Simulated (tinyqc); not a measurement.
Inside a calculation. Method: plane-wave Kohn-Sham cycle with exchange-only LDA in a layered model solid. Computed by tinyqc, a small Python program that keeps every step. Settings: points = 16, plane-wave index or count = 2, electrons = 4, k points = 1, area = 18.0, mixing = 0.5, iteration cap = 58. Command: `OMP_NUM_THREADS=1 python tinyqc.py 31244 31245 out.jsonl` (the two numbers bound the seeds that draw the settings). One thread of a shared host (Intel(R) Xeon(R) Processor @ 2.60GHz), about 0.01 s of CPU time with the checks. Later iterations appear only in the table of the cycle.

## Iteration 1: potential

A solid whose potential varies along x alone (atomic units):
```
parameter                      value
period a                    4.700000
cross-section of the cell  18.000000
electrons per cell                 4
grid points                       16
plane waves -n..n, n               2
k points                           1
V1 in V1 cos(2 pi x/a)     -0.250000
V2 in V2 cos(4 pi x/a)      0.130000
```

density at the start, on the grid x_j = j a/N (e/bohr^3): 0.04728132  0.04728132  0.04728132  0.04728132  0.04728132  0.04728132  0.04728132  0.04728132  0.04728132  0.04728132  0.04728132  0.04728132  0.04728132  0.04728132  0.04728132  0.04728132

V_H(G) = 4 pi rho(G)/G^2 for G != 0 (uniform background); v_x = -(3 rho/pi)^(1/3); V = V_ext + V_H + v_x; Fourier components f(G_m) = (1/N) sum_j f(x_j) exp(-i G_m x_j).

Potentials on the grid (hartree):
```
x             V_ext       V_H        v_x          V
0.000000  -0.120000  0.000000  -0.356085  -0.476085
0.293750  -0.139046  0.000000  -0.356085  -0.495131
0.587500  -0.176777  0.000000  -0.356085  -0.532862
0.881250  -0.187595  0.000000  -0.356085  -0.543680
1.175000  -0.130000  0.000000  -0.356085  -0.486085
1.468750   0.003747  0.000000  -0.356085  -0.352338
1.762500   0.176777  0.000000  -0.356085  -0.179308
2.056250   0.322894  0.000000  -0.356085  -0.033191
2.350000   0.380000  0.000000  -0.356085   0.023915
2.643750   0.322894  0.000000  -0.356085  -0.033191
2.937500   0.176777  0.000000  -0.356085  -0.179308
3.231250   0.003747  0.000000  -0.356085  -0.352338
3.525000  -0.130000  0.000000  -0.356085  -0.486085
3.818750  -0.187595  0.000000  -0.356085  -0.543680
4.112500  -0.176777  0.000000  -0.356085  -0.532862
4.406250  -0.139046  0.000000  -0.356085  -0.495131
```

V(G_m), m = 0, 1, 2, ... (hartree): -0.356085  -0.125000  0.065000  0.000000  0.000000

## Iteration 1: Hamiltonian at one k

k = 0.000000 2 pi / a

H(m,m') = (k + G_m)^2/2 delta + V(G_m - G_m'), with V(-G) = V(G).

H (hartree):
```
           -2         -1         +0         +1         +2
-2   3.218240  -0.125000   0.065000   0.000000   0.000000
-1  -0.125000   0.537496  -0.125000   0.065000   0.000000
+0   0.065000  -0.125000  -0.356085  -0.125000   0.065000
+1   0.000000   0.065000  -0.125000   0.537496  -0.125000
+2   0.000000   0.000000   0.065000  -0.125000   3.218240
```

## Iteration 1: levels at that k

Diagonalise the Hermitian matrix.

eigenvalues (hartree): -0.388955  0.466817  0.626593  3.223919  3.227013

## Iteration 1: new density

Motion across x is left out: the lowest 2 band(s) hold two electrons at each of the k points (j + 1/2)/nk - 1/2. Residual R = rho(out) - rho(in); rho(new) = rho(in) + 0.5 R. rho(out) = 2/(a A nk) sum |psi|^2 with psi = sum c exp(i G x). Harris energy E = band energy - dV sum rho (V_H/2 + v_x) + (3/4) dV sum rho v_x with rho(in), dV = a A/N, band energy = (2/nk) sum of the filled levels.

rho(out) (e/bohr^3): 0.03419029  0.04170147  0.05841529  0.07159972  0.07138146  0.05710234  0.03622751  0.01872177  0.01201179  0.01872177  0.03622751  0.05710234  0.07138146  0.07159972  0.05841529  0.04170147

density after iteration 1 (e/bohr^3): 0.04073581  0.04449140  0.05284831  0.05944052  0.05933139  0.05219183  0.04175442  0.03300155  0.02964656  0.03300155  0.04175442  0.05219183  0.05933139  0.05944052  0.05284831  0.04449140

energy per cell = 0.51181031 hartree

## Iteration 2: potential

As before.

Potentials on the grid (hartree):
```
x             V_ext        V_H        v_x          V
0.000000  -0.120000   0.024948  -0.338831  -0.433883
0.293750  -0.139046   0.028143  -0.348939  -0.459842
0.587500  -0.176777   0.033930  -0.369545  -0.512392
0.881250  -0.187595   0.033847  -0.384313  -0.538060
1.175000  -0.130000   0.021209  -0.384077  -0.492868
1.468750   0.003747  -0.003841  -0.368009  -0.368103
1.762500   0.176777  -0.033912  -0.341632  -0.198767
2.056250   0.322894  -0.058149  -0.315865  -0.051120
2.350000   0.380000  -0.067401  -0.304777   0.007822
2.643750   0.322894  -0.058149  -0.315865  -0.051120
2.937500   0.176777  -0.033912  -0.341632  -0.198767
3.231250   0.003747  -0.003841  -0.368009  -0.368103
3.525000  -0.130000   0.021209  -0.384077  -0.492868
3.818750  -0.187595   0.033847  -0.384313  -0.538060
4.112500  -0.176777   0.033930  -0.369545  -0.512392
4.406250  -0.139046   0.028143  -0.348939  -0.459842
```

V(G_m), m = 0, 1, 2, ... (hartree): -0.354273  -0.110659  0.069911  0.000190  0.000658

## Iteration 2: Hamiltonian at one k

k = 0.000000 2 pi / a

As before.

H (hartree):
```
           -2         -1         +0         +1         +2
-2   3.220052  -0.110659   0.069911   0.000190   0.000658
-1  -0.110659   0.539308  -0.110659   0.069911   0.000190
+0   0.069911  -0.110659  -0.354273  -0.110659   0.069911
+1   0.000190   0.069911  -0.110659   0.539308  -0.110659
+2   0.000658   0.000190   0.069911  -0.110659   3.220052
```

## Iteration 2: levels at that k

As before.

eigenvalues (hartree): -0.380855  0.464937  0.628030  3.223855  3.228481

## Iteration 2: new density

As before.

rho(out) (e/bohr^3): 0.03255417  0.04013197  0.05717076  0.07107673  0.07177934  0.05816862  0.03744460  0.01974797  0.01290701  0.01974797  0.03744460  0.05816862  0.07177934  0.07107673  0.05717076  0.04013197

density after iteration 2 (e/bohr^3): 0.03664499  0.04231168  0.05500953  0.06525863  0.06555537  0.05518022  0.03959951  0.02637476  0.02127679  0.02637476  0.03959951  0.05518022  0.06555537  0.06525863  0.05500953  0.04231168

energy per cell = 0.51561124 hartree

## Convergence

Stop when sqrt(dV sum R^2) is below 1e-8, dV = a A/N.

Course of the cycle:
```
iteration  E (hartree)  norm of the residual
1           0.51181031              1.80e-01
2           0.51561124              8.80e-02
3           0.51466779              4.37e-02
4           0.51412339              2.20e-02
5           0.51393902              1.11e-02
6           0.51388531              5.62e-03
7           0.51387062              2.85e-03
8           0.51386672              1.45e-03
9           0.51386570              7.34e-04
10          0.51386543              3.73e-04
11          0.51386536              1.89e-04
...                ...                   ...
16          0.51386534              6.38e-06
17          0.51386534              3.24e-06
18          0.51386534              1.64e-06
19          0.51386534              8.34e-07
20          0.51386534              4.23e-07
21          0.51386534              2.15e-07
22          0.51386534              1.09e-07
23          0.51386534              5.53e-08
24          0.51386534              2.81e-08
25          0.51386534              1.42e-08
26          0.51386534              7.23e-09
```

Converged in 26 iterations. Before convergence this energy mixes input and output and is not variational, so it may rise towards its limit.
